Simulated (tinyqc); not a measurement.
Sheet resistance of a shallow doped layer with concentration-dependent mobility and limited activation: one step, computed by the program tinyqc. Command: `OMP_NUM_THREADS=1 python tinyqc.py 3009277 3009278 out.jsonl irvin walk`. One thread of a shared host (Intel(R) Xeon(R) Processor @ 2.30GHz), about 0.01 s of CPU time with the checks.

A layer of one dopant lies in a background of the opposite type. Current flows parallel to the surface down to the junction; depletion is ignored.

Task: Sheet resistance. C(x) = C_s erfc(x/l). Active density N = min(C, C_a); carriers n = N - C_B; mobility mu = mu_min + (mu_max - mu_min)/(1 + ((N + C_B)/N_r)^alpha). Integrals from 0 to x_j, where C = C_B (Gauss-Legendre, 60 points on each smooth piece; 1 nm = 1e-7 cm): dose int C dx, carriers int n dx, mean mobility int n mu dx/int n dx, R_s = 1/(e int n mu dx).

Inputs (values chosen for the exercise, modelled on arsenic in silicon):
```
quantity                      value        unit
surface concentration C_s   1.3e+20      1/cm^3
length l                        140          nm
background C_B              2.4e+18      1/cm^3
mobility floor mu_min          50.5  cm^2/(V s)
mobility mu_max                1410  cm^2/(V s)
reference density N_r      1.05e+17      1/cm^3
exponent alpha                0.665           -
anneal temperature T            900           C
```

Profile: erfc.

active limit C_a = 2.234128e+20 1/cm^3

Constants: e = 1.602176634e-19 C.

Give: chemical dose; sheet carrier density; mean mobility; sheet resistance R_s; carriers per dopant atom; product R_s x_j.

Result:

chemical dose = 1.019e+15 1/cm^2

sheet carrier density = 9.629e+14 1/cm^2

mean mobility = 69.80 cm^2/(V s)

sheet resistance R_s = 92.86 ohm/square

carriers per dopant atom = 0.9451

product R_s x_j = 21661 ohm nm
